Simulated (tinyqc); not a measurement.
# Convergence with the basis

Model: shallow acceptor in the spherical model (Baldereschi-Lipari), strong spin-orbit limit. Computed by tinyqc, a small Python program. Command: `OMP_NUM_THREADS=1 python tinyqc.py 3006588 3006589 out.jsonl acceptor sweep`. One thread of a shared host (Intel(R) Xeon(R) Processor @ 2.30GHz), about 0.03 s of CPU time with the checks.

The 1S(3/2) state has an s envelope f(r) and a d envelope g(r). In effective units they obey -(f'' + 2f'/r + 2f/r) + mu (g'' + 5g'/r + 3g/r^2) = E f and -(g'' + 2g'/r - 6g/r^2 + 2g/r) + mu (f'' - f'/r) = E g. The cubic term, the split-off band and the central cell are left out.

Inputs (values chosen for the exercise, for a model semiconductor):

| quantity | value | unit |
|---|---|---|
| Luttinger gamma_1 | 3.24 | - |
| Luttinger gamma_2 | 0.352 | - |
| Luttinger gamma_3 | 1.04 | - |
| dielectric constant eps | 10.2 | - |
| smallest exponent zeta_1 | 0.97 | 1/a* |
| ratio beta of exponents | 2.1 | - |

Constants: Ry = 13.605693123 eV; a_0 = 0.529177210903 angstrom.

Method:
- Ry* = Ry/(gamma_1 eps^2), a* = a_0 eps gamma_1, mu = (6 gamma_3 + 4 gamma_2)/(5 gamma_1), delta = (gamma_3 - gamma_2)/gamma_1; spherical masses 1/(gamma_1 (1 - mu)) (heavy) and 1/(gamma_1 (1 + mu)) (light).
- zeta_i = zeta_1 beta^(i-1), i = 1..n, in both channels.
- Basis: f_i = exp(-zeta_i r), g_i = r exp(-zeta_i r), weight r^2 dr, s = zeta_i + zeta_j. S_ff = 2/s^3, H_ff = zeta_i zeta_j S_ff - 2/s^2; S_gg = 24/s^5, H_gg = 8/s^3 + 24 zeta_i zeta_j/s^5 - 12/s^4; H(f_i, g_j) = mu (6 zeta_i^2/s^4 + 2 zeta_i/s^3); S_fg = 0. Each function is normalised by sqrt(S_ii).
- H c = E S c with c^T S c = 1 and the largest component positive; the d weight is the part of the norm in g.
- Large basis: zeta_i = 0.08 x 1.55^(i-1), i = 1..20 in each channel; overlap eigenvalues below 1e-11 are dropped.
- Binding energies are -E Ry*; the mass that fits is E(1S) eps^2/Ry.

One run for each value:

| functions per channel n | E (Ry*) | d weight | 1S(3/2) binding in Ry* |
|---|---|---|---|
| 1 | -1.1707 | 0.066815 | 1.2570 |
| 2 | -1.2445 | 0.092017 | 1.2570 |
| 3 | -1.2516 | 0.095465 | 1.2570 |
| 4 | -1.2529 | 0.096150 | 1.2570 |
| 5 | -1.2533 | 0.096365 | 1.2570 |
| 6 | -1.2534 | 0.096441 | 1.2570 |

Describe and explain the trends.

Over the rows, E (Ry*) falls from -1.17 to -1.25 (exponent d ln y / d ln x 0.088 between the first rows and 5.9e-4 between the last); d weight rises from 0.0668 to 0.0964 (exponent d ln y / d ln x 0.46 between the first rows and 0.0043 between the last); 1S(3/2) binding in Ry* does not change. The error against the large basis falls from 6.9 % to 0.28 %; every E lies above the converged level, as a variational bound must.

Caution (all rows): gamma_3 and gamma_2 differ by more than 0.17 gamma_1: band warping, left out here, adds several per cent to the binding.

Extremes, crossings and ranges named in words are read from the listed rows.
